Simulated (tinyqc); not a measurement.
Thermodynamics of metal silicides: hull, first phase, silicon consumed, nucleation and stability against SiO2: one step, computed by the program tinyqc. Command: `OMP_NUM_THREADS=1 python tinyqc.py 3013115 3013116 out.jsonl silphase walk`. One thread of a shared host (Intel(R) Xeon(R) Processor @ 2.30GHz), about 0.01 s of CPU time with the checks.

Entropies of formation of the solids are neglected, so heats stand for free energies. Si fractions: M2Si 0.3333, MSi 0.5000, MSi2 0.6667.

Problem. Which phases are stable. A phase is stable if it lies below every straight line between a phase on its left and one on its right (M and Si at zero). Distance = its heat less the lowest such line, negative for a stable phase.

Inputs (values chosen for the exercise, of the order of those of nickel silicides for heats and volumes only): heat of formation of M2Si = -46 kJ/mol atoms; heat of formation of MSi = -43.4 kJ/mol atoms; heat of formation of MSi2 = -30 kJ/mol atoms.

Phases: M2Si, MSi, MSi2.

Give: distance to the lowest tie line.

Solution.

distance to the lowest tie line (kJ/mol atoms): M2Si -17.067, MSi -5.400, MSi2 -1.067

All three are stable.
